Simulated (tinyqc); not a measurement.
# n-type polysilicon, carrier trapping at grain boundaries: what changes with what

One-dimensional grains of size Lg, uniform ionised doping N, monovalent traps Qt at each boundary at a depth Et below (for electrons) or above (for holes) the band edge there, abrupt depletion of width W on each side of a boundary, Boltzmann statistics. xi is the distance from the band edge at the grain centre to the Fermi level. Trapped charge Qt/(1 + exp((xi + VB - Et)/Vt)) = 2 N W, barrier VB = q N W^2/(2 eps0 eps_r).

Parameters, values chosen for the exercise; values of the order met in polycrystalline silicon:
- T = 300 K (temperature)
- eps_r = 11.7 (relative permittivity)
- NB = 2.8e19 cm^-3 (conduction-band density of states at T)
- Lg = 18 nm (grain size)
- Qt = 3.3e12 cm^-2 (trap density of a grain boundary)
- Et = 0.34 eV (depth of the trap level from the majority band edge at the boundary)
- ms = 0.37 m0 (mass for thermionic emission)
- fe = 0.12 (correction factor of the emission rate)
- mug = 48 cm^2/(V s) (mobility inside the grains)
- N = 3.7e17 cm^-3 (doping)

Constants: q = 1.602176634e-19 C, kB = 1.380649e-23 J/K, m0 = 9.1093837015e-31 kg, Vt = kB T/q, eps0 = 8.8541878128e-14 F/cm where lengths are in cm. Results are converted to the units shown.

Each table varies one quantity; the others keep the values above.

## Effect of the doping

If the trap equation with xi = Vt ln(NB/N) has a root W < Lg/2, the grain is partly depleted; otherwise W = Lg/2 and the trap equation gives xi = Et - VB + Vt ln(Qt/(N Lg) - 1). N* = Qt/Lg. n0 = NB exp(-xi/Vt); mean density n0 (1 - 2 W/Lg) by charge balance in a partly depleted grain, and n0 (sqrt(pi)/2) erf(u)/u with u = sqrt(VB/Vt) in a fully depleted one; v = sqrt(kB T/(2 pi ms m0)); barrier resistivity Vt exp(VB/Vt)/(q fe n0 v Lg); grain resistivity (1 - 2 W/Lg)/(q n0 mug); effective mobility 1/(q mean density total resistivity). Rows with xi above 0.45 V, towards mid-gap, are left out, since the other carrier type is ignored.

Effect of the doping:

| N (cm^-3) | N/N* | depleted share 2 W/Lg | VB (V) | xi (V) | mean density (cm^-3) | resistivity (ohm cm) | effective mobility (cm^2/(V s)) |
|---|---|---|---|---|---|---|---|
| 9.2e16 | 0.050182 | 1.0000 | 0.0057626 | 0.41026 | 3.3404e12 | 58796 | 31.779 |
| 1.5e17 | 0.081818 | 1.0000 | 0.0093955 | 0.39311 | 6.2093e12 | 34860 | 28.834 |
| 2.5e17 | 0.13636 | 1.0000 | 0.015659 | 0.37206 | 1.3060e13 | 19674 | 24.292 |
| 4.1e17 | 0.22364 | 1.0000 | 0.025681 | 0.34649 | 3.1642e13 | 10784 | 18.292 |
| 6.8e17 | 0.37091 | 1.0000 | 0.042593 | 0.31106 | 1.0699e14 | 5268.7 | 11.073 |
| 1.1e18 | 0.60000 | 1.0000 | 0.068901 | 0.26062 | 6.2296e14 | 2070.9 | 4.8380 |
| 1.9e18 | 1.0364 | 0.96294 | 0.11035 | 0.069551 | 7.0407e16 | 6.3524 | 13.955 |
| 3.1e18 | 1.6909 | 0.59125 | 0.067880 | 0.056895 | 1.2671e18 | 0.76987 | 6.3982 |
| 5.1e18 | 2.7818 | 0.35946 | 0.041276 | 0.044025 | 3.2668e18 | 0.17982 | 10.625 |
| 8.4e18 | 4.5818 | 0.21825 | 0.025062 | 0.031125 | 6.5667e18 | 0.065118 | 14.596 |

Read the table: what changes, and by how much?

As N goes from 9.2e16 to 8.4e18, VB goes from 0.00576 through a maximum of 0.110 (at N = 1.9e18 among the rows listed) to 0.0251 V, the resistivity falls from 58800 to 0.0651 ohm cm and the effective mobility moves up and down between 4.84 and 31.8 cm^2/(V s). The steepest fall of the resistivity among the rows, as N^(-10.6), lies between N = 1.1e18 and 1.9e18 cm^-3; N* = 1.83e18 cm^-3. While the grain is fully depleted VB grows as N; once the traps are full it falls as 1/N. For N = 3.1e18, 5.1e18, 8.4e18 xi is under 2.5 Vt, where Boltzmann statistics begin to fail. For N = 9.2e16, 1.5e17, 2.5e17, 4.1e17, 8.4e18 VB is below Vt, where abrupt depletion and thermionic emission are rough. For N = 1.9e18 the grain is near the changeover between partial and full depletion, within a few Debye lengths, where both limits are rough.

## Effect of the grain size

Same model as above.

N* = Qt/Lg.

Result of one run:

| Lg (nm) | N/N* | depleted share 2 W/Lg | VB (V) | xi (V) | mean density (cm^-3) | resistivity (ohm cm) | effective mobility (cm^2/(V s)) |
|---|---|---|---|---|---|---|---|
| 94 | 1.054 | 0.5845 | 0.2159 | 0.1118 | 1.537e17 | 370.9 | 0.1095 |

What becomes of these results when the grain size Lg is changed from 94 to 10 nm, all else the same?

Result of the changed run:

| Lg (nm) | N/N* | depleted share 2 W/Lg | VB (V) | xi (V) | mean density (cm^-3) | resistivity (ohm cm) | effective mobility (cm^2/(V s)) |
|---|---|---|---|---|---|---|---|
| 10 | 0.1121 | 1.000 | 0.007153 | 0.3863 | 8.285e12 | 4.428e4 | 17.01 |

The whole series:

| Lg (nm) | N/N* | depleted share 2 W/Lg | VB (V) | xi (V) | mean density (cm^-3) | resistivity (ohm cm) | effective mobility (cm^2/(V s)) |
|---|---|---|---|---|---|---|---|
| 10 | 0.1121 | 1.000 | 0.007153 | 0.3863 | 8.285e12 | 4.428e4 | 17.01 |
| 17 | 0.1906 | 1.000 | 0.02067 | 0.3567 | 2.242e13 | 1.397e4 | 19.93 |
| 31 | 0.3476 | 1.000 | 0.06874 | 0.2875 | 2.201e14 | 3386 | 8.375 |
| 53 | 0.5942 | 1.000 | 0.2009 | 0.1292 | 6.009e16 | 720.4 | 0.1442 |
| 94 | 1.054 | 0.5845 | 0.2159 | 0.1118 | 1.537e17 | 370.9 | 0.1095 |
| 160 | 1.794 | 0.3434 | 0.2159 | 0.1118 | 2.429e17 | 218.1 | 0.1178 |
| 290 | 3.252 | 0.1895 | 0.2159 | 0.1118 | 2.999e17 | 120.5 | 0.1728 |
| 500 | 5.606 | 0.1099 | 0.2159 | 0.1118 | 3.293e17 | 70.02 | 0.2707 |

As Lg goes from 10 to 500, VB rises from 0.00715 to 0.216 V, the resistivity falls from 44300 to 70.0 ohm cm and the effective mobility moves up and down between 0.109 and 19.9 cm^2/(V s). For Lg = 10, 17 VB is below Vt, where abrupt depletion and thermionic emission are rough. For Lg = 53 the grain is near the changeover between partial and full depletion, within a few Debye lengths, where both limits are rough.

tinyqc, about 0.01 s, one thread, Intel Xeon 2.30GHz (shared host): `OMP_NUM_THREADS=1 python tinyqc.py 2830292 2830293 out.jsonl`
